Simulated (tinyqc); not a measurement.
CIS and TDHF on RHF in the sto-6g basis, for BeH2, spin multiplicity 1, step by step (part 2 of 2). Computed by tinyqc, a small Python program that keeps every step (integrals from PySCF). Command: `OMP_NUM_THREADS=1 python tinyqc.py 29146 29147 out.jsonl` (the two numbers bound the seeds that draw the settings). One thread of a shared host (Intel(R) Xeon(R) Processor @ 2.60GHz), about 0.1 s of CPU time with the checks.

Geometry (angstrom):
```
atom       x        y       z
Be    0.0000   0.0000  0.0000
H     0.0000   1.5440  0.1220
H     0.0000  -1.5180  0.1200
```

## CIS singlet states

CIS matrix A, singlet (hartree), order 1>4, 1>5, 1>6, 1>7, 2>4, 2>5, 2>6, 2>7, 3>4, 3>5, 3>6, 3>7:
```
[[4.2732, 0.0000, -0.0206, 0.0003, 0.0351, 0.0000, 0.0066, -0.0002, 0.0021, 0.0000, 0.0005, 0.0021],
 [0.0000, 4.2733, 0.0000, 0.0000, 0.0000, 0.0363, 0.0000, 0.0000, 0.0000, 0.0022, 0.0000, 0.0000],
 [-0.0206, 0.0000, 4.5572, -0.0010, 0.0067, 0.0000, -0.0032, 0.0016, 0.0005, 0.0000, -0.0007, -0.0168],
 [0.0003, 0.0000, -0.0010, 4.8080, -0.0002, 0.0000, 0.0013, 0.0234, 0.0011, 0.0000, -0.0094, 0.0022],
 [0.0351, 0.0000, 0.0067, -0.0002, 0.3721, 0.0000, -0.0103, 0.0003, 0.0039, 0.0000, 0.0003, -0.0051],
 [0.0000, 0.0363, 0.0000, 0.0000, 0.0000, 0.3736, 0.0000, 0.0000, 0.0000, 0.0039, 0.0000, 0.0000],
 [0.0066, 0.0000, -0.0032, 0.0013, -0.0103, 0.0000, 0.5824, -0.0006, 0.0003, 0.0000, 0.0016, 0.0164],
 [-0.0002, 0.0000, 0.0016, 0.0234, 0.0003, 0.0000, -0.0006, 0.8550, 0.0030, 0.0000, -0.0141, -0.0015],
 [0.0021, 0.0000, 0.0005, 0.0011, 0.0039, 0.0000, 0.0003, 0.0030, 0.2803, 0.0000, -0.0168, 0.0000],
 [0.0000, 0.0022, 0.0000, 0.0000, 0.0000, 0.0039, 0.0000, 0.0000, 0.0000, 0.2808, 0.0000, 0.0000],
 [0.0005, 0.0000, -0.0007, -0.0094, 0.0003, 0.0000, 0.0016, -0.0141, -0.0168, 0.0000, 0.5354, 0.0006],
 [0.0021, 0.0000, -0.0168, 0.0022, -0.0051, 0.0000, 0.0164, -0.0015, 0.0000, 0.0000, 0.0006, 0.8553]]
```

dipole integrals <i|r|a> (bohr), order 1>4, 1>5, 1>6, 1>7, 2>4, 2>5, 2>6, 2>7, 3>4, 3>5, 3>6, 3>7:
```
[[0.0000, -0.0002, 0.1434],
 [0.1456, 0.0000, 0.0000],
 [0.0000, 0.0030, 0.0255],
 [0.0000, 0.1339, -0.0003],
 [0.0000, -0.0061, 0.9561],
 [0.9585, 0.0000, 0.0000],
 [0.0000, 0.0568, 0.0693],
 [0.0000, -0.6863, 0.0084],
 [0.0000, 0.1447, 0.0589],
 [0.0586, 0.0000, 0.0000],
 [0.0000, -1.3059, 0.0002],
 [0.0000, -0.0222, -0.1488]]
```

Diagonalise A (1 hartree = 27.211386 eV); each vector has its largest component positive (the first on a tie). The transition dipole is mu = sqrt2 sum c_ia <i|r|a>.

singlet excitation energies (eV): [7.5939, 7.6356, 10.1059, 10.1608, 14.5811, 15.8363, 23.2467, 23.3331, 116.2471, 116.2918, 124.0510, 130.8374]

lowest vectors, order 1>4, 1>5, 1>6, 1>7, 2>4, 2>5, 2>6, 2>7, 3>4, 3>5, 3>6, 3>7:
```
[[-0.0002, 0.0000, -0.0091, 0.0000, 0.0000, -0.0013],
 [0.0000, -0.0002, 0.0000, -0.0093, 0.0000, 0.0000],
 [0.0000, 0.0000, -0.0016, 0.0000, 0.0001, 0.0006],
 [-0.0001, 0.0000, 0.0000, 0.0000, 0.0020, -0.0002],
 [-0.0419, 0.0000, 0.9979, 0.0000, 0.0022, -0.0476],
 [0.0000, -0.0420, 0.0000, 0.9991, 0.0000, 0.0000],
 [-0.0029, 0.0000, 0.0482, 0.0000, -0.0326, 0.9965],
 [-0.0035, 0.0000, -0.0007, 0.0000, 0.0443, 0.0037],
 [0.9970, 0.0000, 0.0419, 0.0000, -0.0649, -0.0012],
 [0.0000, 0.9991, 0.0000, 0.0420, 0.0000, 0.0000],
 [0.0651, 0.0000, 0.0022, 0.0000, 0.9964, 0.0324],
 [-0.0003, 0.0000, 0.0088, 0.0000, 0.0000, -0.0605]]
```

oscillator strengths 2/3 w |mu|^2: [0.0015, 0.0001, 0.4537, 0.4577, 1.2878, 0.0009]

## TDHF (RPA) singlet states

Given earlier and not repeated: Two-electron integrals over orbitals (pq|rs).

B(ia,jb) = 2 (ia|jb) - (ib|ja); the squared energies are the eigenvalues of (A - B)(A + B); 1 hartree = 27.211386 eV.

TDHF matrix B, singlet (hartree), order 1>4, 1>5, 1>6, 1>7, 2>4, 2>5, 2>6, 2>7, 3>4, 3>5, 3>6, 3>7:
```
[[0.0165, 0.0000, -0.0025, 0.0000, 0.0140, 0.0000, 0.0035, -0.0001, 0.0008, 0.0000, 0.0002, 0.0005],
 [0.0000, 0.0160, 0.0000, 0.0000, 0.0000, 0.0147, 0.0000, 0.0000, 0.0000, 0.0009, 0.0000, 0.0000],
 [-0.0025, 0.0000, 0.0288, -0.0003, 0.0036, 0.0000, -0.0051, 0.0006, 0.0002, 0.0000, -0.0004, -0.0072],
 [0.0000, 0.0000, -0.0003, 0.0189, 0.0000, 0.0000, 0.0002, 0.0081, -0.0010, 0.0000, 0.0038, 0.0007],
 [0.0140, 0.0000, 0.0036, 0.0000, 0.0472, 0.0000, -0.0043, 0.0016, 0.0020, 0.0000, -0.0001, -0.0182],
 [0.0000, 0.0147, 0.0000, 0.0000, 0.0000, 0.0469, 0.0000, 0.0000, 0.0000, 0.0020, 0.0000, 0.0000],
 [0.0035, 0.0000, -0.0051, 0.0002, -0.0043, 0.0000, 0.0822, -0.0090, 0.0000, 0.0000, 0.0030, 0.0920],
 [-0.0001, 0.0000, 0.0006, 0.0081, 0.0016, 0.0000, -0.0090, 0.0583, -0.0062, 0.0000, 0.0463, -0.0044],
 [0.0008, 0.0000, 0.0002, -0.0010, 0.0020, 0.0000, 0.0000, -0.0062, 0.0143, 0.0000, -0.0104, -0.0015],
 [0.0000, 0.0009, 0.0000, 0.0000, 0.0000, 0.0020, 0.0000, 0.0000, 0.0000, 0.0128, 0.0000, 0.0000],
 [0.0002, 0.0000, -0.0004, 0.0038, -0.0001, 0.0000, 0.0030, 0.0463, -0.0104, 0.0000, 0.0849, 0.0089],
 [0.0005, 0.0000, -0.0072, 0.0007, -0.0182, 0.0000, 0.0920, -0.0044, -0.0015, 0.0000, 0.0089, 0.0867]]
```

squared energies w^2 (hartree^2): [0.0777, 0.0786, 0.1356, 0.1372, 0.2773, 0.3261, 0.7136, 0.7265, 18.2493, 18.2633, 20.7815, 23.1181]

TDHF energies from the positive w^2 (eV): [7.5838, 7.6277, 10.0205, 10.0797, 14.3287, 15.5385, 22.9870, 23.1944, 116.2449, 116.2896, 124.0479, 130.8360]

## CIS matrix, triplets

orbital energies (hartree): [-4.6011, -0.4244, -0.3826, 0.2067, 0.2102, 0.3740, 0.7185]

A(ia,jb) = (e_a - e_i) d_ij d_ab - (ij|ab).

CIS matrix A, triplet (hartree), order 1>4, 1>5, 1>6, 1>7, 2>4, 2>5, 2>6, 2>7, 3>4, 3>5, 3>6, 3>7:
```
[[4.2401, 0.0000, -0.0157, 0.0002, 0.0070, 0.0000, -0.0005, -0.0001, 0.0004, 0.0000, 0.0000, 0.0021],
 [0.0000, 4.2413, 0.0000, 0.0000, 0.0000, 0.0069, 0.0000, 0.0000, 0.0000, 0.0004, 0.0000, 0.0000],
 [-0.0157, 0.0000, 4.4997, -0.0005, -0.0005, 0.0000, 0.0071, 0.0006, 0.0000, 0.0000, 0.0001, -0.0097],
 [0.0002, 0.0000, -0.0005, 4.7703, -0.0001, 0.0000, 0.0006, 0.0071, 0.0021, 0.0000, -0.0097, 0.0008],
 [0.0070, 0.0000, -0.0005, -0.0001, 0.2776, 0.0000, -0.0017, -0.0029, -0.0001, 0.0000, 0.0004, 0.0234],
 [0.0000, 0.0069, 0.0000, 0.0000, 0.0000, 0.2798, 0.0000, 0.0000, 0.0000, -0.0001, 0.0000, 0.0000],
 [-0.0005, 0.0000, 0.0071, 0.0006, -0.0017, 0.0000, 0.4180, 0.0173, 0.0004, 0.0000, -0.0044, -0.1371],
 [-0.0001, 0.0000, 0.0006, 0.0071, -0.0029, 0.0000, 0.0173, 0.7384, 0.0234, 0.0000, -0.1371, 0.0073],
 [0.0004, 0.0000, 0.0000, 0.0021, -0.0001, 0.0000, 0.0004, 0.0234, 0.2517, 0.0000, 0.0040, 0.0029],
 [0.0000, 0.0004, 0.0000, 0.0000, 0.0000, -0.0001, 0.0000, 0.0000, 0.0000, 0.2551, 0.0000, 0.0000],
 [0.0000, 0.0000, 0.0001, -0.0097, 0.0004, 0.0000, -0.0044, -0.1371, 0.0040, 0.0000, 0.3657, -0.0172],
 [0.0021, 0.0000, -0.0097, 0.0008, 0.0234, 0.0000, -0.1371, 0.0073, 0.0029, 0.0000, -0.0172, 0.6819]]
```

## CIS triplet states

Diagonalise A (1 hartree = 27.211386 eV); each vector has its largest component positive (the first on a tie).

triplet excitation energies (eV): [6.7792, 6.9427, 7.5049, 7.6144, 8.7493, 9.7894, 20.1710, 21.3795, 115.3533, 115.4108, 122.4701, 129.8065]

lowest vectors, order 1>4, 1>5, 1>6, 1>7, 2>4, 2>5, 2>6, 2>7, 3>4, 3>5, 3>6, 3>7:
```
[[-0.0001, 0.0000, -0.0017, 0.0000, -0.0001, -0.0003],
 [0.0000, -0.0001, 0.0000, -0.0017, 0.0000, 0.0000],
 [0.0000, 0.0000, 0.0000, 0.0000, 0.0000, -0.0007],
 [-0.0006, 0.0000, 0.0000, 0.0000, 0.0015, -0.0003],
 [0.0057, 0.0000, 0.9944, 0.0000, 0.0219, 0.0910],
 [0.0000, 0.0023, 0.0000, 1.0000, 0.0000, 0.0000],
 [-0.0078, 0.0000, -0.0664, 0.0000, 0.0886, 0.9129],
 [-0.0847, 0.0000, 0.0069, 0.0000, 0.2944, -0.0805],
 [0.9870, 0.0000, -0.0084, 0.0000, 0.1555, -0.0076],
 [0.0000, 1.0000, 0.0000, -0.0023, 0.0000, 0.0000],
 [-0.1358, 0.0000, -0.0118, 0.0000, 0.9359, -0.0902],
 [-0.0133, 0.0000, -0.0803, 0.0000, 0.0697, 0.3790]]
```

## TDHF (RPA) triplet states

B(ia,jb) = - (ib|ja); the squared energies are the eigenvalues of (A - B)(A + B); 1 hartree = 27.211386 eV.

TDHF matrix B, triplet (hartree), order 1>4, 1>5, 1>6, 1>7, 2>4, 2>5, 2>6, 2>7, 3>4, 3>5, 3>6, 3>7:
```
[[-0.0165, 0.0000, 0.0025, 0.0000, -0.0140, 0.0000, -0.0036, 0.0000, -0.0008, 0.0000, -0.0002, 0.0005],
 [0.0000, -0.0160, 0.0000, 0.0000, 0.0000, -0.0147, 0.0000, 0.0000, 0.0000, -0.0009, 0.0000, 0.0000],
 [0.0025, 0.0000, -0.0288, 0.0003, -0.0035, 0.0000, 0.0051, -0.0003, -0.0002, 0.0000, 0.0004, -0.0002],
 [0.0000, 0.0000, 0.0003, -0.0189, 0.0001, 0.0000, -0.0005, -0.0081, 0.0000, 0.0000, 0.0035, -0.0007],
 [-0.0140, 0.0000, -0.0035, 0.0001, -0.0472, 0.0000, 0.0043, -0.0016, -0.0020, 0.0000, 0.0000, 0.0102],
 [0.0000, -0.0147, 0.0000, 0.0000, 0.0000, -0.0469, 0.0000, 0.0000, 0.0000, -0.0020, 0.0000, 0.0000],
 [-0.0036, 0.0000, 0.0051, -0.0005, 0.0043, 0.0000, -0.0822, 0.0090, 0.0001, 0.0000, -0.0030, -0.0615],
 [0.0000, 0.0000, -0.0003, -0.0081, -0.0016, 0.0000, 0.0090, -0.0583, 0.0142, 0.0000, -0.0767, 0.0044],
 [-0.0008, 0.0000, -0.0002, 0.0000, -0.0020, 0.0000, 0.0001, 0.0142, -0.0143, 0.0000, 0.0104, 0.0015],
 [0.0000, -0.0009, 0.0000, 0.0000, 0.0000, -0.0020, 0.0000, 0.0000, 0.0000, -0.0128, 0.0000, 0.0000],
 [-0.0002, 0.0000, 0.0004, 0.0035, 0.0000, 0.0000, -0.0030, -0.0767, 0.0104, 0.0000, -0.0849, -0.0089],
 [0.0005, 0.0000, -0.0002, -0.0007, 0.0102, 0.0000, -0.0615, 0.0044, 0.0015, 0.0000, -0.0089, -0.0867]]
```

squared energies w^2 (hartree^2): [0.0594, 0.0649, 0.0729, 0.0761, 0.0870, 0.1123, 0.5452, 0.6130, 17.9698, 17.9877, 20.2553, 22.7553]

TDHF energies from the positive w^2 (eV): [6.6338, 6.9336, 7.3452, 7.5056, 8.0241, 9.1177, 20.0927, 21.3047, 115.3511, 115.4086, 122.4673, 129.8051]
